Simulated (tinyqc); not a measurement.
Short-channel transistor, virtual-source model with series resistance: two steps of the calculation.

The current per gate width is the charge at the top of the source barrier (the virtual source) times its velocity times a saturation function; al and be are fitting constants of the model. Units: I in uA/um, Rs in ohm um, so I Rs = 1e-6 I Rs in volts; Q in uC/cm^2, so I = 1e-4 Q vx0 Fsat with vx0 in cm/s.

Inputs (values chosen for the exercise):

| symbol | value | unit | meaning |
|---|---|---|---|
| T | 350 | K | temperature |
| Cinv | 1.99 | uF/cm^2 | inversion capacitance |
| vx0 | 6.21e6 | cm/s | velocity at the virtual source |
| mu | 150 | cm^2/(V s) | apparent mobility |
| L | 16 | nm | channel length |
| VT0 | 0.286 | V | threshold at zero drain voltage |
| dl | 0.045 | V/V | drain-induced barrier lowering |
| n0 | 1.14 |  | subthreshold factor |
| nd | 0.05 | 1/V | growth of n with drain voltage |
| al | 3.5 |  | threshold shift (in units of Vt) from weak to strong inversion |
| be | 1.6 |  | sharpness of saturation |
| Rs | 90 | ohm um | series resistance of each contact |
| Vgs | 0.5 | V | gate voltage |
| Vds | 0.25 | V | drain voltage |

Constants: q = 1.602176634e-19 C, kB = 1.380649e-23 J/K, Vt = kB T/q. Results are converted to the units shown.

Problem 1. Current through the series resistance. Intrinsic voltages Vg' = Vgs - I Rs, Vd' = Vds - 2 I Rs. n = n0 + nd Vd', VT = VT0 - dl Vd', Ff = 1/(1 + exp((Vg' - VT + al Vt/2)/(al Vt))), Q = Cinv n Vt ln(1 + exp((Vg' - VT + al Vt Ff)/(n Vt))), Vdsat = (vx0 L/mu)(1 - Ff) + Vt Ff, Fsat = u/(1 + u^be)^(1/be) with u = Vd'/Vdsat, and I(out) = Q vx0 Fsat per width. (Fsat takes the sign of u.) I(new) = I + 0.3 (I(out) - I).

I at the start = 0 uA/um

Find: Vg'; Vd'; VT; Ff; Q; Vdsat; Fsat; I(out); I after iteration 1.

Solution 1.

Vg' = 0.5000 V
Vd' = 0.2500 V
VT = 0.2747 V
Ff = 0.06699
Q = 0.4624 uC/cm^2
Vdsat = 0.06382 V
Fsat = 0.9355
I(out) = 268.6 uA/um
I after iteration 1 = 80.59 uA/um

Problem 2. What the series resistance costs. n = n0 + nd Vd', VT = VT0 - dl Vd', Ff = 1/(1 + exp((Vg' - VT + al Vt/2)/(al Vt))), Q = Cinv n Vt ln(1 + exp((Vg' - VT + al Vt Ff)/(n Vt))), Vdsat = (vx0 L/mu)(1 - Ff) + Vt Ff, Fsat = u/(1 + u^be)^(1/be) with u = Vd'/Vdsat, and I = Q vx0 Fsat per width. I0 is the current for Rs = 0. Effective velocity I/Q; transit time L Q/I.

converged I = 238.50284 uA/um
I0 = 268.64089 uA/um

Give: loss against I0; effective velocity; transit time.

Solution 2.

loss against I0 = 11.219 %
effective velocity = 5.6905e6 cm/s
transit time = 0.28117 ps

The carriers leave the virtual source at 91.6 % of vx0: the device is in saturation.

Computed by the program tinyqc: `OMP_NUM_THREADS=1 python tinyqc.py 2380101 2380102 out.jsonl`, one thread of a shared Intel Xeon 2.30GHz, about 0.01 s for the whole run.
